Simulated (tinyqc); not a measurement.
Inside a calculation. Method: MP2 on RHF in the 3-21g basis, for H3+, spin multiplicity 1. One step of it, computed by the program tinyqc.

Task: Integrals over molecular orbitals. (pq|rs) = sum C_ip C_jq C_kr C_ls (ij|kl), one index at a time.

coefficients C:
```
            MO1        MO2        MO3        MO4        MO5        MO6
1H 1s  0.298135   0.246173  -0.006855   0.607443  -1.150090   0.032082
1H 2s  0.146117   1.511491  -0.042178  -0.516289   1.517825  -0.042327
2H 1s  0.298252  -0.129079  -0.209633   0.607716   0.602418   0.980156
2H 2s  0.146143  -0.792035  -1.289121  -0.517259  -0.795276  -1.293555
3H 1s  0.298260  -0.117193   0.216496   0.607734   0.546908  -1.012174
3H 2s  0.146145  -0.719072   1.331267  -0.517323  -0.722010   1.335838
```

core Hamiltonian H = T + V (hartree), lower triangle:
```
           1H 1s      1H 2s      2H 1s      2H 2s      3H 1s      3H 2s
1H 1s  -1.425969
1H 2s  -1.283801  -1.448091
2H 1s  -0.831634  -0.974430  -1.426331
2H 2s  -0.974324  -1.260333  -1.284005  -1.448239
3H 1s  -0.831691  -0.974463  -0.832546  -0.974841  -1.426356
3H 2s  -0.974349  -1.260352  -0.974834  -1.260646  -1.284018  -1.448249
```

Two-electron integrals (ij|kl) in chemists' order, unique and non-zero (hartree):
```
(11|11) 1.140145   (21|11) 0.611403   (21|21) 0.345152   (22|11) 0.626370
(22|21) 0.380329   (22|22) 0.482957   (31|11) 0.286130   (31|21) 0.163646
(31|22) 0.183349   (31|31) 0.103156   (32|11) 0.292812   (32|21) 0.178085
(32|22) 0.223830   (32|31) 0.119595   (32|32) 0.160135   (33|11) 0.609996
(33|21) 0.379917   (33|22) 0.495536   (33|31) 0.286130   (33|32) 0.409375
(33|33) 1.140145   (41|11) 0.409375   (41|21) 0.232109   (41|22) 0.257635
(41|31) 0.119595   (41|32) 0.133220   (41|33) 0.292812   (41|41) 0.160135
(42|11) 0.466497   (42|21) 0.285300   (42|22) 0.368932   (42|31) 0.154685
(42|32) 0.200838   (42|33) 0.466497   (42|41) 0.200838   (42|42) 0.304062
(43|11) 0.379917   (43|21) 0.235397   (43|22) 0.308424   (43|31) 0.163646
(43|32) 0.232109   (43|33) 0.611403   (43|41) 0.178085   (43|42) 0.285300
(43|43) 0.345152   (44|11) 0.495536   (44|21) 0.308424   (44|22) 0.417765
(44|31) 0.183349   (44|32) 0.257635   (44|33) 0.626370   (44|41) 0.223830
(44|42) 0.368932   (44|43) 0.380329   (44|44) 0.482957   (51|11) 0.286159
(51|21) 0.163662   (51|22) 0.183366   (51|31) 0.087178   (51|32) 0.097527
(51|33) 0.212785   (51|41) 0.114563   (51|42) 0.145421   (51|43) 0.130132
(51|44) 0.163354   (51|51) 0.103174   (52|11) 0.292827   (52|21) 0.178094
(52|22) 0.223839   (52|31) 0.097523   (52|32) 0.121428   (52|33) 0.273329
(52|41) 0.126377   (52|42) 0.183672   (52|43) 0.168060   (52|44) 0.216320
(52|51) 0.119610   (52|52) 0.160144   (53|11) 0.212975   (53|21) 0.130258
(53|22) 0.163537   (53|31) 0.087278   (53|32) 0.114721   (53|33) 0.286595
(53|41) 0.097627   (53|42) 0.145602   (53|43) 0.163903   (53|44) 0.183621
(53|51) 0.087285   (53|52) 0.114723   (53|53) 0.103450   (54|11) 0.273332
(54|21) 0.168073   (54|22) 0.216370   (54|31) 0.097560   (54|32) 0.126456
(54|33) 0.293060   (54|41) 0.121449   (54|42) 0.183749   (54|43) 0.178226
(54|44) 0.223978   (54|51) 0.114609   (54|52) 0.158185   (54|53) 0.119831
(54|54) 0.160291   (55|11) 0.610017   (55|21) 0.379928   (55|22) 0.495545
(55|31) 0.212772   (55|32) 0.273323   (55|33) 0.610320   (55|41) 0.273241
(55|42) 0.415049   (55|43) 0.380090   (55|44) 0.495668   (55|51) 0.286159
(55|52) 0.409388   (55|53) 0.286595   (55|54) 0.409584   (55|55) 1.140145
(61|11) 0.409388   (61|21) 0.232116   (61|22) 0.257643   (61|31) 0.114555
(61|32) 0.126375   (61|33) 0.273241   (61|41) 0.158110   (61|42) 0.197028
(61|43) 0.168014   (61|44) 0.216285   (61|51) 0.119610   (61|52) 0.133230
(61|53) 0.097629   (61|54) 0.126424   (61|55) 0.292827   (61|61) 0.160144
(62|11) 0.466508   (62|21) 0.285306   (62|22) 0.368939   (62|31) 0.145411
(62|32) 0.183668   (62|33) 0.415051   (62|41) 0.197027   (62|42) 0.292753
(62|43) 0.256981   (62|44) 0.343175   (62|51) 0.154702   (62|52) 0.200849
(62|53) 0.145604   (62|54) 0.197114   (62|55) 0.466508   (62|61) 0.200849
(62|62) 0.304073   (63|11) 0.273326   (63|21) 0.168070   (63|22) 0.216368
(63|31) 0.114598   (63|32) 0.158180   (63|33) 0.409584   (63|41) 0.126418
(63|42) 0.197110   (63|43) 0.232225   (63|44) 0.257762   (63|51) 0.097567
(63|52) 0.126459   (63|53) 0.119831   (63|54) 0.133377   (63|55) 0.293060
(63|61) 0.121450   (63|62) 0.183750   (63|63) 0.160291   (64|11) 0.415083
(64|21) 0.257006   (64|22) 0.343226   (64|31) 0.145441   (64|32) 0.197085
(64|33) 0.466671   (64|41) 0.183692   (64|42) 0.292820   (64|43) 0.285404
(64|44) 0.369057   (64|51) 0.145453   (64|52) 0.197090   (64|53) 0.154949
(64|54) 0.201001   (64|55) 0.466671   (64|61) 0.183697   (64|62) 0.292825
(64|63) 0.201001   (64|64) 0.304240   (65|11) 0.379928   (65|21) 0.235403
(65|22) 0.308429   (65|31) 0.130124   (65|32) 0.168056   (65|33) 0.380090
(65|41) 0.168013   (65|42) 0.256979   (65|43) 0.235490   (65|44) 0.308498
(65|51) 0.163662   (65|52) 0.232116   (65|53) 0.163903   (65|54) 0.232225
(65|55) 0.611403   (65|61) 0.178094   (65|62) 0.285306   (65|63) 0.178226
(65|64) 0.285404   (65|65) 0.345152   (66|11) 0.495545   (66|21) 0.308429
(66|22) 0.417770   (66|31) 0.163341   (66|32) 0.216315   (66|33) 0.495668
(66|41) 0.216282   (66|42) 0.343171   (66|43) 0.308498   (66|44) 0.417837
(66|51) 0.183366   (66|52) 0.257643   (66|53) 0.183621   (66|54) 0.257762
(66|55) 0.626370   (66|61) 0.223839   (66|62) 0.368939   (66|63) 0.223978
(66|64) 0.369057   (66|65) 0.380329   (66|66) 0.482957
```

Give: one-electron integrals over orbitals h = C^T H C; Two-electron integrals over orbitals.

Result:

one-electron integrals over orbitals h = C^T H C (hartree), lower triangle:
```
        1       2       3       4       5       6
1  -1.924
2   0.000  -1.044
3   0.000   0.000  -1.044
4  -0.146   0.000   0.000  -0.512
5   0.000   0.240   0.000   0.000  -0.208
6   0.000   0.000   0.240   0.000   0.000  -0.208
```

Two-electron integrals over orbitals (pq|rs), unique and non-zero (hartree):
```
(11|11) 0.690       (21|11) -7.41e-05   (21|21) 0.090       (22|11) 0.482
(22|21) 0.036       (22|22) 0.440       (31|11) 6.20e-06    (31|22) -3.05e-03
(31|31) 0.089       (32|21) -3.06e-03   (32|22) -2.84e-06   (32|31) -0.036
(32|32) 0.033       (33|11) 0.482       (33|21) -0.036      (33|22) 0.373
(33|31) 3.05e-03    (33|32) 2.84e-06    (33|33) 0.440       (41|11) 0.146
(41|21) -3.13e-05   (41|22) 0.054       (41|31) 2.62e-06    (41|33) 0.054
(41|41) 0.076       (42|11) -3.82e-05   (42|21) -0.016      (42|22) -0.010
(42|32) 8.14e-04    (42|33) 0.010       (42|41) -3.08e-05   (42|42) 0.037
(43|11) 3.19e-06    (43|22) 8.16e-04    (43|31) -0.016      (43|32) 0.010
(43|33) -8.13e-04   (43|41) 2.58e-06    (43|43) 0.037       (44|11) 0.497
(44|21) -7.25e-05   (44|22) 0.394       (44|31) 6.07e-06    (44|33) 0.394
(44|41) 0.070       (44|42) 1.27e-06    (44|43) -1.10e-07   (44|44) 0.407
(51|11) 3.88e-05    (51|21) -0.078      (51|22) -0.033      (51|32) 2.74e-03
(51|33) 0.033       (51|41) 2.86e-05    (51|42) -0.019      (51|44) 4.04e-05
(51|51) 0.105       (52|11) -0.159      (52|21) -0.030      (52|22) -0.084
(52|31) 2.53e-03    (52|32) 6.78e-07    (52|33) -0.065      (52|41) -0.065
(52|42) -0.008      (52|43) 6.33e-04    (52|44) -0.080      (52|51) 0.040
(52|52) 0.094       (53|11) 8.24e-09    (53|21) 2.53e-03    (53|22) 6.80e-07
(53|31) 0.030       (53|32) -0.010      (53|33) -6.70e-07   (53|42) 6.36e-04
(53|43) 0.008       (53|51) -3.39e-03   (53|52) -1.46e-06   (53|53) 0.022
(54|11) 5.40e-05    (54|21) -0.076      (54|22) -0.032      (54|32) 2.64e-03
(54|33) 0.032       (54|41) 2.78e-05    (54|42) 0.010       (54|44) 6.21e-05
(54|51) 0.076       (54|52) 0.029       (54|53) -2.43e-03   (54|54) 0.080
(55|11) 0.613       (55|21) 0.066       (55|22) 0.486       (55|31) -0.006
(55|32) -4.48e-06   (55|33) 0.413       (55|41) 0.128       (55|42) 0.006
(55|43) -4.84e-04   (55|44) 0.458       (55|51) -0.081      (55|52) -0.172
(55|53) 3.55e-06    (55|54) -0.068      (55|55) 0.649       (61|11) -3.26e-06
(61|21) -6.16e-09   (61|22) 2.75e-03    (61|31) -0.078      (61|32) 0.033
(61|33) -2.74e-03   (61|41) -2.39e-06   (61|43) -0.019      (61|44) -3.39e-06
(61|52) -3.39e-03   (61|53) -0.040      (61|55) 0.007       (61|61) 0.105
(62|11) -1.16e-08   (62|21) 2.53e-03    (62|22) 6.74e-07    (62|31) 0.030
(62|32) -0.010      (62|33) -6.83e-07   (62|41) -5.50e-09   (62|42) 6.36e-04
(62|43) 0.008       (62|44) -6.08e-09   (62|51) -3.39e-03   (62|52) -1.45e-06
(62|53) 0.020       (62|54) -2.44e-03   (62|55) 3.54e-06    (62|61) -0.040
(62|62) 0.022       (63|11) -0.159      (63|21) 0.030       (63|22) -0.065
(63|31) -2.53e-03   (63|32) -6.78e-07   (63|33) -0.084      (63|41) -0.065
(63|42) 0.008       (63|43) -6.35e-04   (63|44) -0.080      (63|51) -0.040
(63|52) 0.051       (63|53) 1.45e-06    (63|54) -0.029      (63|55) -0.110
(63|61) 3.39e-03    (63|62) 1.46e-06    (63|63) 0.094       (64|11) -4.53e-06
(64|21) -6.47e-09   (64|22) 2.64e-03    (64|31) -0.076      (64|32) 0.031
(64|33) -2.64e-03   (64|41) -2.33e-06   (64|43) 0.010       (64|44) -5.20e-06
(64|52) -2.44e-03   (64|53) -0.029      (64|55) 0.006       (64|61) 0.076
(64|62) -0.029      (64|63) 2.44e-03    (64|64) 0.080       (65|21) -0.006
(65|22) -4.48e-06   (65|31) -0.066      (65|32) 0.036       (65|33) 4.47e-06
(65|42) -4.89e-04   (65|43) -0.006      (65|44) 5.46e-09    (65|51) 0.007
(65|52) 3.54e-06    (65|53) -0.031      (65|54) 0.006       (65|55) -1.16e-05
(65|61) 0.081       (65|62) -0.031      (65|63) -3.54e-06   (65|64) 0.068
(65|65) 0.073       (66|11) 0.613       (66|21) -0.066      (66|22) 0.413
(66|31) 0.006       (66|32) 4.48e-06    (66|33) 0.486       (66|41) 0.128
(66|42) -0.006      (66|43) 4.90e-04    (66|44) 0.458       (66|51) 0.081
(66|52) -0.110      (66|53) -3.53e-06   (66|54) 0.068       (66|55) 0.503
(66|61) -0.007      (66|62) -3.56e-06   (66|63) -0.172      (66|64) -0.006
(66|65) 1.16e-05    (66|66) 0.650
```
